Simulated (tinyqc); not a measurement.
Thermionic-field emission through a Schottky barrier, WKB: one step of the calculation.

Metal on an n-type semiconductor with one parabolic valley; V > 0 is forward bias (metal positive). Energies E are counted from the conduction edge of the neutral semiconductor, whose Fermi level lies at -xi; that of the metal lies at -xi - V. The barrier is a parabola of height Vd = phi - xi - V (depletion approximation, no image force).

Problem. Fermi level, barrier and E00. Nc = 2 (2 pi me m0 kB T/h^2)^1.5 (times 1e-6 for cm^-3); Nd = Nc F12(-xi/Vt), F12(x) = (2/sqrt(pi)) int_0^infinity sqrt(u)/(1 + exp(u - x)) du; E00 = (hbar/2) sqrt(Nd/(me m0 eps0 eps_r)) in SI units (volts). W = sqrt(2 eps0 eps_r Vd/(q Nd)).

Values chosen for this exercise; band and dielectric values those of a made-up semiconductor:
- T = 300 K (temperature)
- me = 0.462 m0 (electron mass)
- eps_r = 8.23 (relative permittivity)
- phi = 0.78 eV (barrier height seen from the metal)
- Nd = 1.2e19 cm^-3 (donor density)
- V = 0.12 V (bias)

Constants: q = 1.602176634e-19 C, kB = 1.380649e-23 J/K, hbar = 1.054571817e-34 J s, h = 6.62607015e-34 J s, m0 = 9.1093837015e-31 kg, Vt = kB T/q, eps0 = 8.8541878128e-14 F/cm where lengths are in cm. Results are converted to the units shown.

Find: Nc; xi; Vd; W; E00; E00/Vt.

Solution.

Nc = 7.8802e18 cm^-3
xi = -0.024507 eV
Vd = 0.68451 V
W = 7.2033 nm
E00 = 32.984 meV
E00/Vt = 1.2759

By a common rule of thumb, E00/Vt below 0.5 marks thermionic emission, 0.5 to 5 thermionic-field emission and above 5 field emission. By that rule alone: thermionic-field emission; with a high barrier, tunnelling near its top can carry most of the current even below 0.5.

Range of the model: The depletion approximation, a parabolic band and the neglect of image-force lowering make these currents estimates at high doping.

Program tinyqc, `OMP_NUM_THREADS=1 python tinyqc.py 2640160 2640161 out.jsonl`; Intel Xeon 2.30GHz, shared host, one thread, about 0.06 s.
